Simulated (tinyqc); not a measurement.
Non-radiative capture by multiphonon emission, one effective mode: one step, computed by the program tinyqc.

The initial state (free carrier plus empty centre) lies dE above the final state; both have the same frequency and are displaced by dQ.

Question. Scaled coefficient, cross-section and lifetime. Sommerfeld factor of an attractive centre: s(k) = 2 pi nu/(1 - exp(-2 pi nu)), nu = sqrt(Ry*/E), Ry* = Ry m/eps^2, averaged over (2/sqrt(pi)) sqrt(x) exp(-x) dx with x = E/k_B T = t^2 (trapezoid, t to 6 in steps of 0.01). C = s C_0; v = sqrt(3 k_B T/m); sigma = C/v; tau = 1/(C N_t).

Inputs (values chosen for the exercise, for a model semiconductor): carrier mass m = 0.965 m_0; dielectric constant eps = 10.3; temperature T = 500 K; defect density N_t = 4e+15 cm^-3.

Centre: attractive.

C_0 = 1.252208e-12 cm^3/s

Constants: Ry = 13.605693123 eV; k_B = 8.617333262e-05 eV/K; k_B = 1.380649e-23 J/K; m_0 = 9.1093837015e-31 kg.

Give: Sommerfeld factor s; capture coefficient C; thermal velocity v; cross-section sigma; capture time.

Answer.

Sommerfeld factor s = 12.02

capture coefficient C = 1.505e-11 cm^3/s

thermal velocity v = 1.535e+07 cm/s

cross-section sigma = 9.806e-19 cm^2

capture time = 1.661e-05 s

Caution: the effective Bohr radius is under 10 angstrom, so the effective-mass Sommerfeld factor is rough.
